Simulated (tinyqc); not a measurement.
Vacuum evaporation: vapour pressure, source flux, thickness distribution, purity and step coverage: one step, computed by the program tinyqc.

Molecular flow, unit sticking of the metal, no re-evaporation. The background gas is taken as water vapour (18.015 g/mol, collision diameter 0.37 nm) at 300 K.

Problem. Scattering and purity. Mean free path lambda = k_B T_g/(sqrt2 pi d^2 p); unscattered share exp(-h/lambda); gas arrival p/sqrt(2 pi m_g k_B T_g); impurity ratio = sticking x gas arrival/metal arrival; monolayer time = 1e15 cm^-2/(sticking x gas arrival).

Inputs (values chosen for the exercise, modelled on germanium, with constants for the liquid): source temperature T = 1690 K; source-to-wafer distance h = 37 cm; background pressure p = 1e-07 Pa; sticking of background gas = 0.2.

arrival rate at the centre = 1.518609e+14 1/(cm^2 s)

Constants: k_B = 1.380649e-23 J/K; u = 1.6605390666e-27 kg.

Give: mean free path; unscattered share; gas arrival rate; impurity ratio; monolayer time.

Solution.

mean free path = 68098 m

unscattered share = 1.0000

gas arrival rate = 3.584e+11 1/(cm^2 s)

impurity ratio = 4.720e-04

monolayer time = 13951 s
